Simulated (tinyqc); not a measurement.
Size of the sine basis: hole subbands of a hard-walled well, four-band Luttinger model.

Hole energies are counted downwards from the unstrained band edge, c = hbar^2/2m0. After the usual block transformation one block is H = [[P + Q - Zs, R - i S], [R + i S, P - Q + Zs]] in (heavy, light), with P +/- Q = c [(g1 +/- g2) k^2 + (g1 -/+ 2 g2) kz^2], R = sqrt(3) c gR k^2, S = 2 sqrt(3) c g3 k kz, kz = -i d/dz; axial approximation gR = (g2 + g3)/2. Zs = b (e_par - e_perp) is the shear part of the strain (the hydrostatic part shifts all levels alike and is left out). Basis sqrt(2/L) sin(n pi z/L), n = 1 to N, for each component: kz^2 gives (n pi/L)^2 and the heavy-light block is R delta_nm - 2 sqrt(3) c g3 k D_nm with D_nm = 4 n m/(L (n^2 - m^2)) for n + m odd, 0 otherwise. The other block has the same levels. The split-off band is left out.

Constants: hbar^2/2m0 = 3.80998211 eV angstrom^2.

Parameters, chosen for this exercise (near those of GaAs; shifted at random, so the results belong to these values and not to a real crystal):
- g1 = 7.03 (Luttinger gamma1)
- g2 = 2.04 (gamma2)
- g3 = 2.93 (gamma3)
- L = 195 angstrom (well width along [001])
- k = 0.0152 1/angstrom (wave vector in the plane)

shear strain energy Zs = 0.025936 eV

The four lowest hole energies at the given k for growing N.

Hole energies (meV):
```
N        E1      E2      E3      E4
2   -16.005  -7.767  42.877  75.168
3   -16.080  -9.243   5.294  42.817
4   -16.099  -9.319   3.231  24.051
6   -16.113  -9.396   3.059  21.629
10  -16.119  -9.421   3.007  21.419
20  -16.120  -9.427   2.994  21.385
40  -16.120  -9.428   2.993  21.382
80  -16.120  -9.428   2.992  21.381
```

Is N = 3 enough for 1 meV in the two lowest levels?

Yes: against N = 80, N = 3 errs by up to 0.19 meV in E1 and E2, always upwards, as a variational basis must. Both are within 0.1 meV of N = 80 from N = 6 on; N = 40 and N = 80 differ by 1.0e-04 meV at most.

Computed by tinyqc, a small Python program: `OMP_NUM_THREADS=1 python tinyqc.py 1282415 1282416 out.jsonl` (the numbers bound the seed that draws the inputs); one thread of a shared host (Intel(R) Xeon(R) Processor @ 2.30GHz), about 0.2 s for the whole set of steps.
